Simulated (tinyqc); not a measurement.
Field from the level spacing.

Question. In a triangular well E_k = a_k (C F^2/mz1)^(1/3), a_1 = 2.338107, a_2 = 4.087949, C = hbar^2/(2 m0), F in eV/nm (1 MV/cm = 0.1 eV/nm). Find F, E_1, the mean distance 2 E_1/(3 F) of the lowest level and the sheet charge eps0 eps_r F/q behind such a field.

Inputs (values chosen for the exercise): relative permittivity eps_r = 15.7; mass along z of valley set A (1 valley(s)) mz1 = 1.6 m0.

Constants: q = 1.602176634e-19 C, hbar = 1.054571817e-34 J s, m0 = 9.1093837015e-31 kg, eps0 = 8.8541878128e-14 F/cm where lengths are in cm, hbar^2/(2 m0) = 0.0380998212 eV nm^2. Results are converted to the units shown.

spacing of the two lowest levels = 108.45922 meV

Solution. The spacing over a_2 - a_1 is the energy scale (C F^2/mz1)^(1/3), which gives F.

F = 1.000 MV/cm
E_1 = 144.9 meV
mean distance = 0.9661 nm
sheet charge over q = 8.676e12 cm^-2

Program tinyqc, `OMP_NUM_THREADS=1 python tinyqc.py 2160071 2160072 out.jsonl`; Intel Xeon 2.30GHz, shared host, one thread, about 0.9 s.
